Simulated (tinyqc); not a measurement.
# Admittance spectroscopy of a deep trap: effects of single changes

Schottky contact on an n-type layer with shallow donors Nd (all ionised) and a donor-like deep trap, neutral when filled and positive when empty; depletion approximation. Traps within lam of the depletion edge stay filled. The traps at xt = W - lam, where the level crosses the Fermi level, follow a slow signal and not a fast one. w = 2 pi f.

Values chosen for this exercise; material values close to those of silicon: relative permittivity eps_r = 11.5; conduction-band density of states at 300 K Nc = 2.8e19 cm^-3; thermal velocity at 300 K vth = 2.3e7 cm/s; shallow donor density Nd = 2.1e15 cm^-3; built-in voltage Vbi = 0.66 V; depth of the trap below the conduction edge Et = 0.42 eV; capture cross-section sn = 7.9e-16 cm^2; trap density Nt = 5.7e14 cm^-3; reverse bias Vr = 1.2 V; temperature T = 370 K.

Constants: q = 1.602176634e-19 C, kB = 1.380649e-23 J/K, eps0 = 8.8541878128e-14 F/cm where lengths are in cm. Results are converted to the units shown.

Each table varies one quantity; the others keep the values above.

## Effect of the bias

Emission rate en = sn vth(T) Nc(T) exp(-Et/kB T) = sn g T^2 exp(-Et/kB T), g = vth Nc/(300 K)^2, as vth goes as T^0.5 and Nc as T^1.5 (degeneracy factor 1). lam = sqrt(2 eps0 eps_r (EF - ET)/(q Nd)), EF - ET = Et - (kB T/q) ln(Nc(T)/Nd), Nc(T) = Nc (T/300 K)^1.5. In the steady state at the band bending V, 2 eps0 eps_r V/q = Nd W^2 + Nt (W - lam)^2 (the second term only if W > lam). V = Vbi + Vr. C_HF = eps0 eps_r/W, C_LF = eps0 eps_r (Nd + Nt)/(Nd W + Nt xt). Inflection frequency w0 = 2 en [1 + Nt xt/(Nd W)]; C = C_HF + (C_LF - C_HF)/(1 + (w/w0)^2), G/w = (C_LF - C_HF)(w/w0)/(1 + (w/w0)^2).

Results:
```
Vr (V),W (nm),xt/W,C_HF (nF/cm^2),step (nF/cm^2),step (% of C_HF)
0,605.1,0.5792,16.83,1.661,9.871
0.9,909.8,0.7201,11.19,0.7113,6.355
2.6,1296,0.8035,7.858,0.3441,4.379
3.4,1441,0.8232,7.068,0.2771,3.921
4.3,1587,0.8396,6.414,0.2274,3.546
5.1,1707,0.8508,5.965,0.1962,3.289
6,1832,0.8610,5.558,0.1700,3.058
```

Estimate the missing row, Vr = 1.7 V.

Computed row:
```
Vr (V),W (nm),xt/W,C_HF (nF/cm^2),step (nF/cm^2),step (% of C_HF)
1.7,1109,0.7704,9.180,0.4731,5.154
```

With this row back in the table: xt/W rises from 0.579 to 0.861 since lam stays at 255 nm, and the relative step falls from 9.87 to 3.06 %: the nearer xt lies to W in proportion, the less the traps add.

## Effect of the trap density

Same model as above.

V = Vbi + Vr.

Effect of the trap density:
```
Nt (cm^-3),W (nm),step (% of C_HF),w0/(2 en)
4.9e13,1054.0,0.55394,1.0177
1e14,1046.9,1.1180,1.0360
2.1e14,1032.2,2.2943,1.0753
4.3e14,1005.2,4.4993,1.1529
8.9e14,957.35,8.5982,1.3111
1.8e15,885.70,15.300,1.6107
3.8e15,785.17,26.404,2.2227
7.8e15,678.09,42.020,3.3194
```

The step rises from 0.554 to 42.0 %, as Nt^(0.98) between the first two rows and Nt^(0.65) between the last two, and w0/(2 en) rises from 1.02 to 3.32: for Nt near Nd the rule w0 = 2 en overstates the cross-section by that factor.

Computed by the program tinyqc: `OMP_NUM_THREADS=1 python tinyqc.py 2050010 2050011 out.jsonl`, one thread of a shared Intel Xeon 2.30GHz, about 0.01 s for the whole run.
